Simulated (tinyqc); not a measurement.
Reverse leakage of an n+-p junction: diffusion, generation, trap-assisted and band-to-band tunnelling: one step of the calculation.

One-sided abrupt junction in the depletion approximation, x from the junction (0) to W on the p side, field F = F0 (1 - x/W). Flat quasi-Fermi levels, long p side. Traps generate through SRH with both lifetimes shortened by 1 + Gamma (Hurkx enhancement, form for moderate fields); band-to-band generation is local and needs a total bending above Eg.

Problem. Current components. u = (Vbi + VR)(1 - x/W)^2, p = Na exp(-u/Vt), n = Nd exp((u - Vbi - VR)/Vt); G0 = ni^2 (1 - exp(-VR/Vt))/(tau (n + p + 2 ni cosh(Et/Vt))); Gamma = 2 sqrt(3 pi)(F/FG) exp((F/FG)^2); trap-assisted part G0 Gamma; G_bb = Ab F^2.5 exp(-Bb/F) with F in V/cm, zero unless Vbi + VR > Eg. 13 equal steps.

Each current is q times the trapezoid sum of its rate; J adds J_diff; J_bb under 1e-8 of the sum is given as 0.

Constants: q = 1.602176634e-19 C. Results are converted to the units shown.

| point | x (nm) | G0 (cm^-3 s^-1) | G0 Gamma (cm^-3 s^-1) | G_bb (cm^-3 s^-1) |
|---|---|---|---|---|
| 0 | 0.00000 | 4.0027263e10 | 1.2893011e12 | 1.5628169e15 |
| 1 | 9.10680 | 2.6785713e17 | 6.4113108e18 | 8.7712472e13 |
| 2 | 18.21360 | 5.7754681e17 | 1.0379703e19 | 2.9718215e12 |
| 3 | 27.32040 | 5.7754701e17 | 7.8644884e18 | 5.2343209e10 |
| 4 | 36.42720 | 5.7754701e17 | 6.0024216e18 | 3.8633854e8 |
| 5 | 45.53400 | 5.7754701e17 | 4.6038684e18 | 8.6539321e5 |
| 6 | 54.64080 | 5.7754700e17 | 3.5368391e18 | ~0 |
| 7 | 63.74760 | 5.7753139e17 | 2.7081739e18 | ~0 |
| 8 | 72.85440 | 5.5756314e17 | 1.9804731e18 | ~0 |
| 9 | 81.96120 | 4.1689714e16 | 1.0956817e17 | ~0 |
| 10 | 91.06800 | 4.6268020e14 | 8.5826953e14 | ~0 |
| 11 | 100.17480 | 1.7634948e13 | 2.0882725e13 | ~0 |
| 12 | 109.28160 | 2.4822223e12 | 1.4319258e12 | ~0 |
| 13 | 118.38840 | 1.2911992e12 | 0 | 0 |

J_diff = 3.0404054e-10 A/cm^2

Find: J_SRH; J_TAT; J_bb; J.

Solution.

J_SRH = 6.3219e-7 A/cm^2
J_TAT = 6.3612e-6 A/cm^2
J_bb = 1.2725e-10 A/cm^2
J = 6.9938e-6 A/cm^2

Program tinyqc, `OMP_NUM_THREADS=1 python tinyqc.py 2290003 2290004 out.jsonl`; Intel Xeon 2.30GHz, shared host, one thread, about 0.01 s.

~0 in a residual or rate marks an entry under 1e-11 of the largest of its column.
